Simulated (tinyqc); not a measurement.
Comparisons within one model: donor level screened by free carriers (Yukawa potential). A value that a table varies takes the place of the one given here.

Potential -(q/(eps r)) exp(-ks r), q = e^2/(4 pi eps0). In units Ry* = Ry m/eps^2 and a* = a0 eps/m the problem is [-Laplacian - 2 exp(-x r)/r] psi = E psi with x = ks a*.

Converged values use 18 functions exp(-z r), z = 1.55^i, i = -11 to 6: S = 2/A^3, H = z_i z_j S - 2/(A + x)^2, A = z_i + z_j.

Screening wave number: Debye ks^2 = 4 pi q n/(eps kB T); Thomas-Fermi ks^2 = 6 pi q n/(eps EF) with EF = c (3 pi^2 n/gv)^(2/3)/m, c = hbar^2/2m0; the two are joined by 1/ks^2 = sqrt(1/ks_D^4 + 1/ks_TF^4). 1e18/cm^3 = 1e-6/angstrom^3, q = e^2/(4 pi eps0).

Constants: e^2/(4 pi eps0) = 14.39964547 eV angstrom; kB = 8.617333262e-05 eV/K; hbar^2/2m0 = 3.80998211 eV angstrom^2; Ry = 13.60569312 eV; a0 (Bohr radius) = 0.5291772105 angstrom.

Values chosen for the exercise (near those of a donor in GaAs, with one mean mass; the results hold for these values, not for the real material):
- xs = (0.02, 0.13, 0.32, 0.47, 0.68, 0.85, 1.08) (values of x)
- m = 0.065 m0 (mass)
- eps = 12.6 (dielectric constant)
- gv = 1 (valleys)
- T = 77 K (temperature)
- nl = (0.0002, 0.00068, 0.002, 0.0068, 0.02, 0.068, 0.2) x 1e18/cm^3 (densities)
- n = 0.0068 x 1e18/cm^3 (free-carrier density)

## Towards the loss of the bound state

First order (-1 + 2x), one-parameter (minimum of z^2 - 8 z^3/(2z + x)^2) and converged 1s energies in Ry*, and the mean radius in a*; a dash marks an unbound result.

Results:
```
x     first order  trial function  converged   <r>
0.02      -0.9600         -0.9606    -0.9606  1.50
0.13      -0.7400         -0.7634    -0.7635  1.52
0.32      -0.3600         -0.4893    -0.4901  1.62
0.47      -0.0600         -0.3219    -0.3246  1.77
0.68            -         -0.1482    -0.1562  2.14
0.85            -         -0.0528    -0.0674  2.80
1.08            -               -    -0.0068  6.93
```

First order loses the state at x = 0.5, the trial function reaches zero energy at x = 1.00, and the exact limit is 1.19. The radius starts at 1.5 a*, grows slowly at first (1.62 at x = 0.32), then steadily, and swells towards the end (6.9 at 1.08), where a single exponential fails: the binding vanishes as the square of the distance from 1.19.

## Binding against carrier density

Ry* = 5.5705 meV
a* = 102.579 angstrom

x from the joined ks; converged 1s binding (dash: x above 1.17, at or past the limit 1.19 where the state unbinds).

Results:
```
n (1e18/cm^3)  EF/kB T  1/ks (angstrom)      x  binding (meV)  n^(1/3) a*
0.00020           0.03           1520.1  0.067           4.86       0.060
0.00068           0.07            824.7  0.124           4.30       0.090
0.0020            0.13            481.6  0.213           3.53       0.129
0.0068            0.30            263.3  0.390           2.27       0.194
0.020             0.62            158.2  0.649           0.99       0.278
0.068             1.41             96.5  1.063           0.05       0.419
0.20              2.89             70.8  1.448              -       0.600
```

The binding falls from 4.9 to 0.1 meV (bare value 5.6); it passes half the bare value between 0.002 and 0.0068 x 1e18/cm^3. The level is unbound, or bound by less than 0.001 Ry*, from 0.2 x 1e18/cm^3 on; as the density rises, it is lost by the time n^(1/3) a* reaches 0.60. x grows with exponent 0.50 in n at the start and 0.29 at the end (1/2 for Debye, 1/6 for Thomas-Fermi screening). The level survives to n^(1/3) a* = 0.42, past the 0.26 of the Mott rule, which corresponds to x = 1 for one valley with degenerate screening; here the level lasts until x = 1.19, the screening is at most the degenerate value, and overlap of donors is left out.

## What each parameter does

Ry* = Ry m/eps^2, a* = a0 eps/m, x = ks a* with the joined ks; converged binding. Each row changes one parameter from the base and keeps the others.

Results:
```
case                    1/ks (angstrom)      x  binding in Ry*  binding (meV)
base                              263.3  0.390           0.408           2.27
n = 0.0034 x 1e18/cm^3            370.1  0.277           0.545           3.04
T = 47 K                          209.0  0.491           0.305           1.70
m = 0.073 m0                      262.8  0.348           0.456           2.86
eps = 11.6                        252.6  0.374           0.426           2.80
gv = 2                            261.7  0.392           0.406           2.26
```

The largest shifts from the base row, up to three for each result and ties (the steps differ in size, so this ranks the rows, not the parameters). 1/ks (angstrom): n +106.8, T -54.3, eps -10.7. x: n -0.112, T +0.101, m -0.042. binding in Ry*: n +0.137, T -0.103, m +0.048. binding (meV): n +0.76, m +0.58, T -0.58.

tinyqc: `OMP_NUM_THREADS=1 python tinyqc.py 1280810 1280811 out.jsonl`; about 0.01 s, one thread, shared Intel(R) Xeon(R) Processor @ 2.30GHz.
